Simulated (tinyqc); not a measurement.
Inside a calculation. Method: RHF in the sto-3g basis, for BeH2, spin multiplicity 1. One step of it, computed by the program tinyqc.

Question. Iteration 2: diagonalisation and new density. Diagonalise F' = X^T F X, C = X C', fill 3 alpha and 3 beta electrons from the bottom; D = 2 C_occ C_occ^T. Each column has its largest component positive (the first on a tie).

Fock matrix F (hartree), lower triangle:
```
,1Be 1s,1Be 2s,1Be 2px,1Be 2py,1Be 2pz,2H 1s,3H 1s
1Be 1s,-4.620983
1Be 2s,-1.312826,-0.569697
1Be 2px,0.000000,0.000000,0.178694
1Be 2py,-0.000187,0.003197,0.000000,-0.066575
1Be 2pz,0.002104,-0.006423,0.000000,0.000142,0.177991
2H 1s,-0.113942,-0.259517,0.000000,-0.254308,-0.013061,-0.164803
3H 1s,-0.119725,-0.265745,0.000000,0.258606,-0.013156,0.000875,-0.171105
```

X, lower triangle:
```
,1Be 1s,1Be 2s,1Be 2px,1Be 2py,1Be 2pz,2H 1s,3H 1s
1Be 1s,1.028077
1Be 2s,-0.145147,1.094908
1Be 2px,0.000000,0.000000,1.000000
1Be 2py,0.000247,-0.002389,0.000000,1.119767
1Be 2pz,-0.000685,0.004887,0.000000,-0.000133,1.000350
2H 1s,0.018581,-0.154000,0.000000,-0.213442,-0.011141,1.090445
3H 1s,0.018916,-0.159290,0.000000,0.218908,-0.011384,-0.029207,1.095176
```

Give: F' = X^T F X; orbital energies; coefficients C; D after iteration 2.

Answer.

F' = X^T F X (hartree), lower triangle:
```
,1,2,3,4,5,6,7
1,-4.5106
2,-0.7088,-0.2017
3,0.0000,0.0000,0.1787
4,-0.0002,0.0000,0.0000,0.1491
5,0.0013,0.0019,0.0000,0.0000,0.1786
6,0.0244,-0.2163,0.0000,-0.2867,-0.0148,-0.0044
7,0.0233,-0.2211,0.0000,0.2915,-0.0149,-0.0343,-0.0040
```

orbital energies (hartree): MO1 -4.6242, MO2 -0.3755, MO3 -0.3234, MO4 0.1752, MO5 0.1787, MO6 0.2522, MO7 0.5028

coefficients C:
```
,MO1,MO2,MO3,MO4,MO5,MO6,MO7
1Be 1s,0.9922,-0.2088,-0.0127,0.0540,0.0000,-0.2183,0.0031
1Be 2s,0.0295,0.6589,0.0419,-0.2115,0.0000,0.8873,-0.0162
1Be 2px,0.0000,0.0000,0.0000,0.0000,1.0000,0.0000,0.0000
1Be 2py,0.0000,-0.0306,0.5004,-0.0013,0.0000,0.0096,1.0469
1Be 2pz,-0.0003,0.0162,0.0011,0.9723,0.0000,0.2352,-0.0014
2H 1s,-0.0037,0.3662,0.4830,0.1261,0.0000,-0.6534,-0.6704
3H 1s,-0.0038,0.4210,-0.4327,0.1246,0.0000,-0.6415,0.6946
```

D after iteration 2, lower triangle:
```
,1Be 1s,1Be 2s,1Be 2px,1Be 2py,1Be 2pz,2H 1s,3H 1s
1Be 1s,2.0563
1Be 2s,-0.2177,0.8736
1Be 2px,0.0000,0.0000,0.0000
1Be 2py,0.0000,0.0017,0.0000,0.5027
1Be 2pz,-0.0073,0.0215,0.0000,0.0001,0.0005
2H 1s,-0.1725,0.5229,0.0000,0.4610,0.0129,0.7347
3H 1s,-0.1722,0.5183,0.0000,-0.4587,0.0127,-0.1096,0.7288
```
